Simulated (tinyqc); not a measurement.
Vertical double-diffused power MOSFET, components of the on-resistance: one step of the calculation.

Stripe cells of pitch Wp + a, two channels a cell. Current flows through the channels, spreads in the accumulation layer, passes the gap between the p bodies and spreads at 45 degrees into the drift layer below them. Low drain voltage, full ionisation.

Question. Drift layer. Triangular field at breakdown with Ec = Kc N^(1/8): BV = eps0 eps_r Ec^2/(2 q N), so N = (eps0 eps_r Kc^2/(2 q BV))^(4/3); W = 2 BV/Ec; mu = mud (T/300 K)^(-bt); rho = 1/(q mu N); ideal resistance rho W.

Values chosen for this exercise; bulk values close to those of 4H silicon carbide:
```
symbol  value                    unit                                     meaning
T         400                       K                                 temperature
eps_r    9.42                                               relative permittivity
Kc      22200  V/cm per (cm^-3)^(1/8)                     critical-field constant
BV       1200                       V  rated breakdown voltage of the drift layer
mud       794              cm^2/(V s)                     drift mobility at 300 K
bt        2.1                          temperature exponent of the drift mobility
```

Constants: q = 1.602176634e-19 C, eps0 = 8.8541878128e-14 F/cm where lengths are in cm. Results are converted to the units shown.

Find: drift doping N; Ec; drift thickness W; electron mobility mu at T; drift resistivity rho; ideal resistance.

Answer.

drift doping N = 1.0931e16 cm^-3
Ec = 2.2448 MV/cm
drift thickness W = 10.691 um
electron mobility mu at T = 433.96 cm^2/(V s)
drift resistivity rho = 1.3158 ohm cm
ideal resistance = 1.4068 mohm cm^2

Program tinyqc, `OMP_NUM_THREADS=1 python tinyqc.py 2230123 2230124 out.jsonl`; Intel Xeon 2.30GHz, shared host, one thread, about 0.01 s.
